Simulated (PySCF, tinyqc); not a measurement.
Inside a calculation. Method: CIS and TDHF on RHF in the 6-31g basis, for H3+, spin multiplicity 1. The lowest restricted solution is unstable here: a spin-polarised one lies 0.0032 hartree lower (PySCF). Computed by tinyqc, a small Python program that keeps every step (integrals from PySCF). Settings: charge = 1, multiplicity = 1, basis = 6-31g, method = RHF, energy threshold = 1e-10, iteration cap = 70, orthogonalisation = canonical, start = Wolfsberg-Helmholz matrix, DIIS depth = 6, TDHF = 1. Command: `OMP_NUM_THREADS=1 python tinyqc.py 21442 21443 out.jsonl` (the two numbers bound the seeds that draw the settings). One thread of a shared host (Intel(R) Xeon(R) Processor @ 2.60GHz), about 0.08 s of CPU time with the checks. The early iterations of the SCF are left out here.

## One-electron integrals

Geometry (angstrom):
```
atom       x       y        z
H     0.0000  0.0000   0.0000
H     0.0000  0.0000   1.1860
H     0.0000  0.4260  -1.1070
```

Basis 6-31g: exponents (1/bohr^2) and contraction coefficients of normalised primitives:
```
element  l (shell)  exponent  coefficient
H            s (1)   18.7311       0.0335
H            s (1)    2.8254       0.2347
H            s (1)    0.6401       0.8138
H            s (2)    0.1613       1.0000
```

Overlap, kinetic and nuclear-attraction integrals over the contracted functions; the nuclear repulsion is the sum of Za Zb / Rab.

nuclear repulsion = 1.119218 hartree

overlap S:
```
        1H 1s   1H 2s   2H 1s   2H 2s   3H 1s   3H 2s
1H 1s  1.0000  0.6583  0.1522  0.3403  0.1522  0.3402
1H 2s  0.6583  1.0000  0.3403  0.6669  0.3402  0.6669
2H 1s  0.1522  0.3403  1.0000  0.6583  0.0013  0.0517
2H 2s  0.3403  0.6669  0.6583  1.0000  0.0517  0.2088
3H 1s  0.1522  0.3402  0.0013  0.0517  1.0000  0.6583
3H 2s  0.3402  0.6669  0.0517  0.2088  0.6583  1.0000
```

kinetic energy T (hartree):
```
         1H 1s   1H 2s    2H 1s    2H 2s    3H 1s    3H 2s
1H 1s   1.3957  0.2597  -0.0331   0.0749  -0.0332   0.0749
1H 2s   0.2597  0.2419   0.0749   0.1178   0.0749   0.1178
2H 1s  -0.0331  0.0749   1.3957   0.2597  -0.0041  -0.0141
2H 2s   0.0749  0.1178   0.2597   0.2419  -0.0141  -0.0022
3H 1s  -0.0332  0.0749  -0.0041  -0.0141   1.3957   0.2597
3H 2s   0.0749  0.1178  -0.0141  -0.0022   0.2597   0.2419
```

nuclear attraction V (hartree):
```
         1H 1s    1H 2s    2H 1s    2H 2s    3H 1s    3H 2s
1H 1s  -2.5454  -1.3273  -0.3122  -0.6748  -0.3120  -0.6747
1H 2s  -1.3273  -1.4691  -0.6308  -0.9520  -0.6306  -0.9519
2H 1s  -0.3122  -0.6308  -2.3262  -1.1842  -0.0028  -0.0955
2H 2s  -0.6748  -0.9520  -1.1842  -1.2818  -0.0955  -0.3064
3H 1s  -0.3120  -0.6306  -0.0028  -0.0955  -2.3262  -1.1842
3H 2s  -0.6747  -0.9519  -0.0955  -0.3064  -1.1842  -1.2818
```

core Hamiltonian H = T + V (hartree):
```
         1H 1s    1H 2s    2H 1s    2H 2s    3H 1s    3H 2s
1H 1s  -1.1497  -1.0676  -0.3453  -0.5999  -0.3452  -0.5998
1H 2s  -1.0676  -1.2272  -0.5558  -0.8342  -0.5558  -0.8341
2H 1s  -0.3453  -0.5558  -0.9305  -0.9245  -0.0069  -0.1096
2H 2s  -0.5999  -0.8342  -0.9245  -1.0399  -0.1096  -0.3086
3H 1s  -0.3452  -0.5558  -0.0069  -0.1096  -0.9305  -0.9244
3H 2s  -0.5998  -0.8341  -0.1096  -0.3086  -0.9244  -1.0398
```

## Two-electron integrals

Functions are numbered as in S; the eight-fold symmetry (ij|kl) = (ji|kl) = (kl|ij) leaves the list below.

Two-electron integrals (ij|kl) in chemists' order, unique and non-zero (hartree):
```
(11|11) 1.0766     (21|11) 0.5785     (21|21) 0.3294     (22|11) 0.5874
(22|21) 0.3613     (22|22) 0.4532     (31|11) 0.1142     (31|21) 0.0678
(31|22) 0.0789     (31|31) 0.0212     (32|11) 0.1762     (32|21) 0.1115
(32|22) 0.1470     (32|31) 0.0390     (32|32) 0.0870     (33|11) 0.4436
(33|21) 0.2883     (33|22) 0.4018     (33|31) 0.1142     (33|32) 0.2879
(33|33) 1.0766     (41|11) 0.2879     (41|21) 0.1654     (41|22) 0.1839
(41|31) 0.0390     (41|32) 0.0662     (41|33) 0.1762     (41|41) 0.0870
(42|11) 0.3514     (42|21) 0.2190     (42|22) 0.2830     (42|31) 0.0583
(42|32) 0.1194     (42|33) 0.3514     (42|41) 0.1194     (42|42) 0.2016
(43|11) 0.2883     (43|21) 0.1861     (43|22) 0.2574     (43|31) 0.0678
(43|32) 0.1654     (43|33) 0.5785     (43|41) 0.1115     (43|42) 0.2190
(43|43) 0.3294     (44|11) 0.4018     (44|21) 0.2574     (44|22) 0.3556
(44|31) 0.0789     (44|32) 0.1839     (44|33) 0.5874     (44|41) 0.1470
(44|42) 0.2830     (44|43) 0.3613     (44|44) 0.4532     (51|11) 0.1142
(51|21) 0.0678     (51|22) 0.0789     (51|31) 0.0106     (51|32) 0.0179
(51|33) 0.0462     (51|41) 0.0305     (51|42) 0.0410     (51|43) 0.0304
(51|44) 0.0453     (51|51) 0.0212     (52|11) 0.1762     (52|21) 0.1115
(52|22) 0.1469     (52|31) 0.0179     (52|32) 0.0323     (52|33) 0.0851
(52|41) 0.0502     (52|42) 0.0746     (52|43) 0.0560     (52|44) 0.0846
(52|51) 0.0389     (52|52) 0.0870     (53|11) 0.0012     (53|21) 0.0007
(53|22) 0.0008     (53|31) 1.46e-04   (53|32) 2.35e-04   (53|33) 0.0006
(53|41) 3.54e-04   (53|42) 4.59e-04   (53|43) 3.88e-04   (53|44) 0.0005
(53|51) 1.46e-04   (53|52) 2.35e-04   (53|53) 1.59e-06   (54|11) 0.0313
(54|21) 0.0194     (54|22) 0.0242     (54|31) 0.0032     (54|32) 0.0056
(54|33) 0.0145     (54|41) 0.0088     (54|42) 0.0126     (54|43) 0.0095
(54|44) 0.0143     (54|51) 0.0062     (54|52) 0.0127     (54|53) 4.17e-05
(54|54) 0.0020     (55|11) 0.4436     (55|21) 0.2883     (55|22) 0.4018
(55|31) 0.0462     (55|32) 0.0852     (55|33) 0.2269     (55|41) 0.1286
(55|42) 0.1983     (55|43) 0.1494     (55|44) 0.2266     (55|51) 0.1142
(55|52) 0.2879     (55|53) 0.0006     (55|54) 0.0394     (55|55) 1.0766
(61|11) 0.2879     (61|21) 0.1654     (61|22) 0.1839     (61|31) 0.0305
(61|32) 0.0502     (61|33) 0.1286     (61|41) 0.0798     (61|42) 0.1052
(61|43) 0.0839     (61|44) 0.1201     (61|51) 0.0389     (61|52) 0.0662
(61|53) 3.54e-04   (61|54) 0.0112     (61|55) 0.1762     (61|61) 0.0870
(62|11) 0.3514     (62|21) 0.2190     (62|22) 0.2830     (62|31) 0.0410
(62|32) 0.0746     (62|33) 0.1983     (62|41) 0.1052     (62|42) 0.1593
(62|43) 0.1295     (62|44) 0.1893     (62|51) 0.0583     (62|52) 0.1194
(62|53) 4.59e-04   (62|54) 0.0186     (62|55) 0.3514     (62|61) 0.1194
(62|62) 0.2015     (63|11) 0.0313     (63|21) 0.0194     (63|22) 0.0242
(63|31) 0.0062     (63|32) 0.0127     (63|33) 0.0394     (63|41) 0.0112
(63|42) 0.0186     (63|43) 0.0231     (63|44) 0.0267     (63|51) 0.0032
(63|52) 0.0056     (63|53) 4.17e-05   (63|54) 0.0010     (63|55) 0.0145
(63|61) 0.0088     (63|62) 0.0126     (63|63) 0.0020     (64|11) 0.1208
(64|21) 0.0745     (64|22) 0.0938     (64|31) 0.0165     (64|32) 0.0309
(64|33) 0.0848     (64|41) 0.0381     (64|42) 0.0591     (64|43) 0.0543
(64|44) 0.0748     (64|51) 0.0165     (64|52) 0.0309     (64|53) 1.59e-04
(64|54) 0.0051     (64|55) 0.0848     (64|61) 0.0381     (64|62) 0.0591
(64|63) 0.0051     (64|64) 0.0198     (65|11) 0.2883     (65|21) 0.1861
(65|22) 0.2573     (65|31) 0.0304     (65|32) 0.0560     (65|33) 0.1494
(65|41) 0.0839     (65|42) 0.1295     (65|43) 0.0983     (65|44) 0.1490
(65|51) 0.0678     (65|52) 0.1654     (65|53) 3.88e-04   (65|54) 0.0231
(65|55) 0.5785     (65|61) 0.1115     (65|62) 0.2190     (65|63) 0.0095
(65|64) 0.0543     (65|65) 0.3294     (66|11) 0.4018     (66|21) 0.2573
(66|22) 0.3556     (66|31) 0.0454     (66|32) 0.0846     (66|33) 0.2266
(66|41) 0.1202     (66|42) 0.1893     (66|43) 0.1490     (66|44) 0.2241
(66|51) 0.0789     (66|52) 0.1839     (66|53) 0.0005     (66|54) 0.0267
(66|55) 0.5874     (66|61) 0.1469     (66|62) 0.2830     (66|63) 0.0143
(66|64) 0.0748     (66|65) 0.3613     (66|66) 0.4532
```

## Orthogonalisation

S = U s U^T; canonical form X = U s^(-1/2), so that X^T S X = 1. Each column of U has its largest component positive (the first on a tie).

eigenvalues of S: 0.0944  0.2795  0.3968  0.8458  1.5104  2.8731

X:
```
             1        2        3        4        5       6
1H 1s  -0.8029   0.0000   0.8181   0.7811   0.0000  0.2341
1H 2s   2.4031   0.0000  -0.5370   0.2087   0.0000  0.3250
2H 1s   0.3334   0.8624   0.7117  -0.4884  -0.4398  0.1738
2H 2s  -1.4054  -1.0223  -0.5241  -0.1605  -0.3709  0.2522
3H 1s   0.3333  -0.8624   0.7117  -0.4883   0.4398  0.1738
3H 2s  -1.4052   1.0224  -0.5240  -0.1605   0.3710  0.2522
```

## Iteration 7 (converged): orbitals

converged F (hartree):
```
         1H 1s    1H 2s    2H 1s    2H 2s    3H 1s    3H 2s
1H 1s  -0.2958  -0.6948  -0.3466  -0.4629  -0.3466  -0.4629
1H 2s  -0.6948  -0.7107  -0.4342  -0.5261  -0.4341  -0.5261
2H 1s  -0.3466  -0.4342  -0.1927  -0.5388  -0.0676  -0.1623
2H 2s  -0.4629  -0.5261  -0.5388  -0.5110  -0.1623  -0.2795
3H 1s  -0.3466  -0.4341  -0.0676  -0.1623  -0.1927  -0.5388
3H 2s  -0.4629  -0.5261  -0.1623  -0.2795  -0.5388  -0.5109
```

Diagonalise F' = X^T F X, C = X C', fill 1 alpha and 1 beta electrons from the bottom; D = 2 C_occ C_occ^T. Each column has its largest component positive (the first on a tie).

F' = X^T F X (hartree):
```
         1        2        3        4        5        6
1   0.5175   0.0000  -0.1112  -0.4001   0.0000  -0.0334
2   0.0000   0.6579   0.0000   0.0000  -0.1784   0.0000
3  -0.1112   0.0000   0.6137  -0.0274   0.0000  -0.0991
4  -0.4001   0.0000  -0.0274   0.1858   0.0000  -0.0493
5   0.0000  -0.1784   0.0000   0.0000  -0.3578   0.0000
6  -0.0334   0.0000  -0.0991  -0.0493   0.0000  -0.8725
```

orbital energies (hartree): MO1 -0.8844, MO2 -0.3882, MO3 -0.0854, MO4 0.5980, MO5 0.6883, MO6 0.8162

coefficients C:
```
          MO1      MO2      MO3      MO4      MO5      MO6
1H 1s  0.3031   0.0000   0.2589   0.2967   0.0003  -1.3160
1H 2s  0.4143   0.0000   1.4245   0.0382  -0.0005   2.0025
2H 1s  0.2069  -0.2886  -0.1518   0.8747   0.9240   0.2352
2H 2s  0.1358  -0.5375  -0.9946  -0.8047  -0.9453  -0.8273
3H 1s  0.2069   0.2886  -0.1518   0.8749  -0.9240   0.2347
3H 2s  0.1358   0.5376  -0.9944  -0.8048   0.9456  -0.8268
```

D after iteration 7:
```
        1H 1s   1H 2s   2H 1s   2H 2s   3H 1s   3H 2s
1H 1s  0.1837  0.2512  0.1255  0.0823  0.1254  0.0823
1H 2s  0.2512  0.3433  0.1715  0.1125  0.1715  0.1125
2H 1s  0.1255  0.1715  0.0857  0.0562  0.0856  0.0562
2H 2s  0.0823  0.1125  0.0562  0.0369  0.0562  0.0369
3H 1s  0.1254  0.1715  0.0856  0.0562  0.0856  0.0562
3H 2s  0.0823  0.1125  0.0562  0.0369  0.0562  0.0369
```

## Convergence

Stop when the energy changes by less than 1e-10 hartree and every element of the error matrix X^T (F D S - S D F) X is below 3e-06.

Course of the cycle:
```
iteration  E (hartree)     change  largest element of the error matrix
1            -1.108044          -                             2.54e-01
2            -1.157757  -4.97e-02                             5.17e-02
3            -1.159597  -1.84e-03                             2.31e-03
4            -1.159599  -2.41e-06                             2.48e-04
5            -1.159599  -4.30e-08                             3.99e-05
6            -1.159599  -1.17e-09                             2.77e-08
7            -1.159599   4.44e-16                             9.66e-09
```

PySCF RHF in the same basis = -1.159599 hartree

Converged in 7 iterations.

## Integrals over molecular orbitals

(pq|rs) = sum C_ip C_jq C_kr C_ls (ij|kl), one index at a time.

one-electron integrals over orbitals h = C^T H C (hartree):
```
         1        2        3        4        5        6
1  -1.3944   0.0000  -0.0775  -0.0577   0.0000   0.0775
2   0.0000  -1.0821   0.0000   0.0000   0.1142   0.0000
3  -0.0775   0.0000  -0.8100   0.0960   0.0000   0.1719
4  -0.0577   0.0000   0.0960  -0.1540   0.0000   0.0359
5   0.0000   0.1142   0.0000   0.0000  -0.0369   0.0000
6   0.0775   0.0000   0.1719   0.0359   0.0000  -0.1341
```

Two-electron integrals over orbitals (pq|rs), unique and non-zero (hartree):
```
(11|11) 0.5100      (21|11) -1.95e-05   (21|21) 0.1184      (22|11) 0.4061
(22|21) 2.45e-05    (22|22) 0.4227      (31|11) 0.0775      (31|21) 5.13e-06
(31|22) -0.0204     (31|31) 0.0812      (32|11) 8.74e-06    (32|21) -0.0971
(32|22) -2.33e-05   (32|31) -1.05e-05   (32|32) 0.1030      (33|11) 0.4029
(33|21) -1.91e-05   (33|22) 0.3653      (33|31) 0.0287      (33|32) 1.65e-05
(33|33) 0.3630      (41|11) 0.0577      (41|21) -2.23e-06   (41|22) 0.0723
(41|31) -0.0147     (41|32) 1.73e-07    (41|33) 0.0423      (41|41) 0.0468
(42|11) 1.12e-06    (42|21) 0.0691      (42|22) 2.91e-05    (42|31) 3.82e-07
(42|32) -0.0525     (42|33) 2.60e-07    (42|41) 8.21e-06    (42|42) 0.0784
(43|11) -0.0553     (43|21) -1.87e-06   (43|22) -0.0599     (43|31) 0.0056
(43|32) 1.10e-06    (43|33) -0.0349     (43|41) -0.0298     (43|42) -7.61e-06
(43|43) 0.0345      (44|11) 0.3994      (44|21) 2.11e-05    (44|22) 0.4108
(44|31) -0.0163     (44|32) -1.97e-05   (44|33) 0.3521      (44|41) 0.0794
(44|42) 3.27e-05    (44|43) -0.0692     (44|44) 0.4240      (51|11) 3.02e-05
(51|21) -0.0496     (51|22) -3.54e-07   (51|31) 7.41e-06    (51|32) 0.0386
(51|33) 2.11e-05    (51|41) 7.85e-06    (51|42) -0.0566     (51|43) -8.59e-07
(51|44) -1.38e-06   (51|51) 0.0414      (52|11) -0.0819     (52|21) -5.94e-06
(52|22) -0.0981     (52|31) 0.0175      (52|32) 2.98e-06    (52|33) -0.0550
(52|41) -0.0580     (52|42) -1.90e-05   (52|43) 0.0479      (52|44) -0.1122
(52|51) -1.53e-06   (52|52) 0.0804      (53|11) 1.33e-05    (53|21) 0.0266
(53|22) 6.12e-06    (53|31) 1.38e-05    (53|32) -0.0124     (53|33) 7.84e-06
(53|41) 9.38e-07    (53|42) 0.0447      (53|43) 2.37e-06    (53|44) 7.52e-06
(53|51) -0.0309     (53|52) -3.86e-06   (53|53) 0.0329      (54|11) 2.41e-05
(54|21) -0.1497     (54|22) -4.01e-05   (54|31) -7.72e-07   (54|32) 0.1338
(54|33) 2.28e-05    (54|41) -4.54e-06   (54|42) -0.1048     (54|43) 4.34e-06
(54|44) -4.02e-05   (54|51) 0.0765      (54|52) 1.52e-05    (54|53) -0.0420
(54|54) 0.2205      (55|11) 0.3833      (55|21) -1.54e-07   (55|22) 0.4101
(55|31) -0.0281     (55|32) -2.68e-06   (55|33) 0.3470      (55|41) 0.0825
(55|42) 1.80e-05    (55|43) -0.0671     (55|44) 0.4223      (55|51) 8.38e-06
(55|52) -0.1129     (55|53) -2.02e-06   (55|54) -1.17e-05   (55|55) 0.4245
(61|11) -0.0775     (61|21) -8.18e-06   (61|22) -0.0012     (61|31) -0.0625
(61|32) 1.45e-05    (61|33) -0.0469     (61|41) -0.0049     (61|42) -1.20e-05
(61|43) -0.0129     (61|44) 0.0024      (61|51) -9.64e-06   (61|52) -0.0075
(61|53) -2.54e-05   (61|54) 1.44e-05    (61|55) 0.0079      (61|61) 0.0912
(62|11) -1.24e-05   (62|21) 0.0298      (62|22) -1.63e-05   (62|31) 1.37e-05
(62|32) -0.0186     (62|33) -1.13e-05   (62|41) -1.35e-05   (62|42) 0.0277
(62|43) 1.08e-05    (62|44) -1.87e-05   (62|51) -0.0193     (62|52) 1.48e-05
(62|53) 0.0177      (62|54) -0.0409     (62|55) -2.78e-05   (62|61) -1.40e-05
(62|62) 0.0149      (63|11) -0.1172     (63|21) 1.87e-05    (63|22) -0.0493
(63|31) -0.0526     (63|32) -7.23e-06   (63|33) -0.0654     (63|41) -0.0269
(63|42) 1.38e-05    (63|43) 0.0135      (63|44) -0.0523     (63|51) -3.07e-05
(63|52) 0.0294      (63|53) -4.43e-06   (63|54) -2.54e-05   (63|55) -0.0447
(63|61) 0.0722      (63|62) 6.67e-06    (63|63) 0.0803      (64|11) -0.0204
(64|21) -3.29e-05   (64|22) 0.0274      (64|31) -0.0402     (64|32) 3.20e-05
(64|33) -0.0012     (64|41) 0.0219      (64|42) -2.06e-05   (64|43) -0.0098
(64|44) 0.0299      (64|51) 1.61e-05    (64|52) -0.0256     (64|53) -1.61e-05
(64|54) 4.36e-05    (64|55) 0.0381      (64|61) 0.0254      (64|62) -1.96e-05
(64|63) 0.0171      (64|64) 0.0299      (65|11) -2.41e-05   (65|21) -0.0441
(65|22) 9.58e-06    (65|31) -4.50e-05   (65|32) 0.0441      (65|33) -3.42e-06
(65|41) 1.41e-05    (65|42) -0.0334     (65|43) -1.08e-05   (65|44) 1.39e-05
(65|51) 0.0254      (65|52) -1.86e-05   (65|53) -0.0107     (65|54) 0.0681
(65|55) 2.76e-05    (65|61) 4.57e-05    (65|62) -0.0096     (65|63) 2.16e-05
(65|64) 4.13e-05    (65|65) 0.0248      (66|11) 0.5207      (66|21) -3.90e-05
(66|22) 0.3561      (66|31) 0.1320      (66|32) 2.25e-05    (66|33) 0.4080
(66|41) 0.0437      (66|42) -1.77e-05   (66|43) -0.0323     (66|44) 0.3549
(66|51) 5.44e-05    (66|52) -0.0515     (66|53) 2.27e-05    (66|54) 5.88e-05
(66|55) 0.3339      (66|61) -0.1519     (66|62) -2.88e-06   (66|63) -0.1643
(66|64) -0.0550     (66|65) -5.62e-05   (66|66) 0.6365
```

## CIS matrix, singlets

A(ia,jb) = (e_a - e_i) d_ij d_ab + 2 (ia|jb) - (ij|ab).

CIS matrix A, singlet (hartree):
```
         1>2      1>3     1>4      1>5      1>6
1>2   0.3269   0.0000  0.0000  -0.0173   0.0000
1>3   0.0000   0.5585  0.0259   0.0000  -0.0078
1>4   0.0000   0.0259  1.1767   0.0000   0.0106
1>5  -0.0173   0.0000  0.0000   1.2723   0.0000
1>6   0.0000  -0.0078  0.0106   0.0000   1.3623
```

## CIS singlet states

dipole integrals <i|r|a> (bohr):
```
          x        y        z
1>2  0.0000   0.2848  -1.5330
1>3  0.0000  -0.3062  -0.0570
1>4  0.0000   0.0164   0.0031
1>5  0.0000  -0.0043   0.0235
1>6  0.0000  -0.0888  -0.0165
```

Diagonalise A (1 hartree = 27.211386 eV); each vector has its largest component positive (the first on a tie). The transition dipole is mu = sqrt2 sum c_ia <i|r|a>.

singlet excitation energies (eV): 8.8873  15.1654  32.0330  34.6294  37.0881

lowest vectors:
```
     state 1  state 2  state 3  state 4  state 5
1>2   0.9998   0.0000   0.0000  -0.0183   0.0000
1>3   0.0000   0.9991   0.0425   0.0000  -0.0079
1>4   0.0000  -0.0420   0.9975  -0.0001   0.0560
1>5   0.0183   0.0000   0.0001   0.9998   0.0000
1>6   0.0000   0.0102  -0.0556   0.0000   0.9984
```

oscillator strengths 2/3 w |mu|^2: 1.0578  0.0727  0.0001  0.0047  0.0137

## TDHF (RPA) singlet states

B(ia,jb) = 2 (ia|jb) - (ib|ja); the squared energies are the eigenvalues of (A - B)(A + B); 1 hartree = 27.211386 eV.

TDHF matrix B, singlet (hartree):
```
         1>2      1>3      1>4      1>5      1>6
1>2   0.1184   0.0000   0.0000  -0.0496   0.0000
1>3   0.0000   0.0812  -0.0147   0.0000  -0.0625
1>4   0.0000  -0.0147   0.0468   0.0000  -0.0049
1>5  -0.0496   0.0000   0.0000   0.0414   0.0000
1>6   0.0000  -0.0625  -0.0049   0.0000   0.0912
```

squared energies w^2 (hartree^2): 0.0920  0.3016  1.3834  1.6136  1.8437

TDHF energies from the positive w^2 (eV): 8.2519  14.9442  32.0053  34.5658  36.9480

## CIS matrix, triplets

A(ia,jb) = (e_a - e_i) d_ij d_ab - (ij|ab).

CIS matrix A, triplet (hartree):
```
        1>2     1>3     1>4     1>5     1>6
1>2  0.0900  0.0000  0.0000  0.0819  0.0000
1>3  0.0000  0.3961  0.0553  0.0000  0.1172
1>4  0.0000  0.0553  1.0830  0.0000  0.0204
1>5  0.0819  0.0000  0.0000  1.1894  0.0000
1>6  0.0000  0.1172  0.0204  0.0000  1.1799
```

## CIS triplet states

Diagonalise A (1 hartree = 27.211386 eV); each vector has its largest component positive (the first on a tie).

triplet excitation energies (eV): 2.2853  10.2092  29.3895  32.5302  32.7575

lowest vectors:
```
     state 1  state 2  state 3  state 4  state 5
1>2   0.9973   0.0000   0.0000   0.0739   0.0002
1>3   0.0000   0.9872   0.0371  -0.0003   0.1553
1>4   0.0000  -0.0731   0.9697  -0.0007   0.2331
1>5  -0.0739   0.0000   0.0003   0.9973   0.0019
1>6   0.0000  -0.1419  -0.2415  -0.0018   0.9600
```

## TDHF (RPA) triplet states

B(ia,jb) = - (ib|ja); the squared energies are the eigenvalues of (A - B)(A + B); 1 hartree = 27.211386 eV.

TDHF matrix B, triplet (hartree):
```
         1>2      1>3      1>4      1>5      1>6
1>2  -0.1184   0.0000   0.0000   0.0496   0.0000
1>3   0.0000  -0.0812   0.0147   0.0000   0.0625
1>4   0.0000   0.0147  -0.0468   0.0000   0.0049
1>5   0.0496   0.0000   0.0000  -0.0414   0.0000
1>6   0.0000   0.0625   0.0049   0.0000  -0.0912
```

squared energies w^2 (hartree^2): -0.0089  0.1287  1.1635  1.4245  1.4388

TDHF energies from the positive w^2 (eV): 9.7631  29.3517  32.4771  32.6402

A + B or A - B has a negative eigenvalue: the restricted solution is unstable towards a spin-polarised one, a negative w^2 means an imaginary energy, and the lowest roots have no physical meaning.
